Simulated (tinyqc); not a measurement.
Tunnelling through a gate dielectric, WKB transmission and Tsu-Esaki current: two steps of the calculation.

Electrons leave the emitter at x = 0. Energies E (motion across the layers) are in eV from the emitter Fermi level; the collector Fermi level lies at -V and offers states at every E. No charge in the dielectric and no image force: F1 = V/t1, U = phi1 - F1 x. With C = hbar^2/(2 m0), kappa = sqrt(m (U - E)/C) where U > E and 0 elsewhere; T(E) = exp(-S), S = 2 times the integral of kappa over x.

Inputs (values chosen for the exercise); dielectric values close to those of silicon dioxide:
```
symbol,value,unit,meaning
T,350,K,temperature
Ef,0.16,eV,Fermi energy of the emitter above its band bottom
me,0.65,m0,emitter mass in the supply function
phi1,3.14,eV,barrier of layer 1 above the emitter Fermi level at zero bias
m1,0.5,m0,tunnelling mass of layer 1
t1,2,nm,thickness of layer 1
V,0.6,V,voltage across the dielectric
E,0,eV,energy of the electron followed
Ea,-0.16,eV,lower end of the energy grid
Eb,0.31,eV,upper end of the energy grid
nE,9,,points of the energy grid
```

Constants: q = 1.602176634e-19 C, kB = 1.380649e-23 J/K, hbar = 1.054571817e-34 J s, m0 = 9.1093837015e-31 kg, Vt = kB T/q, hbar^2/(2 m0) = 0.0380998212 eV nm^2. Results are converted to the units shown.

Question 1. WKB exponent in closed form. Each layer adds (2/F) sqrt(m/C) [G(u at its left edge) - G(u at its right edge)] to S, with u = U - E (0 where negative) and G(u) = (2/3) u^1.5. The slope follows from 1/d = -dS/dE.

Wanted: S; T(E); energy d over which T(E) grows by a factor e.

Answer 1.

S = 24.408
T(E) = 2.5092e-11
energy d over which T(E) grows by a factor e = 0.23227 eV

The midpoint rule gives S = 24.409, so its T(E) is 0.023 % below this value. The band edge stays above E through the whole stack: direct tunnelling through a trapezoid.

Question 2. Current density on a coarse energy grid. J = J0 times the integral of T(E) N(E) dE, N = ln[(1 + exp(-E/Vt))/(1 + exp((-E - V)/Vt))], J0 = q^2 me m0 kB T/(2 pi^2 hbar^3) (times 1e-4 for A/cm^2 per eV), by Simpson's rule on nE equally spaced points from Ea to Eb.

Give: E; T(E); N; T(E) N; J0; J.

Answer 2.

```
point    E (eV)        T(E)          N      T(E) N
0      -0.16000  1.2720e-11     5.3099  6.7544e-11
1      -0.10125  1.6289e-11     3.3913  5.5241e-11
2      -0.04250  2.0911e-11     1.6277  3.4038e-11
3       0.01625  2.6913e-11    0.45961  1.2370e-11
4       0.07500  3.4731e-11   0.079906  2.7752e-12
5       0.13375  4.4942e-11   0.011790  5.2988e-13
6       0.19250  5.8321e-11  0.0016895  9.8533e-14
7       0.25125  7.5904e-11  2.4105e-4  1.8297e-14
8       0.31000  9.9087e-11  3.4371e-5  3.4057e-15
```

J0 = 3.1726e8 A/(cm^2 eV)
J = 0.0025722 A/cm^2

The integrand peaks at E = -0.160 eV among these points.

Computed by the program tinyqc: `OMP_NUM_THREADS=1 python tinyqc.py 2540049 2540050 out.jsonl`, one thread of a shared Intel Xeon 2.30GHz, about 0.02 s for the whole run.
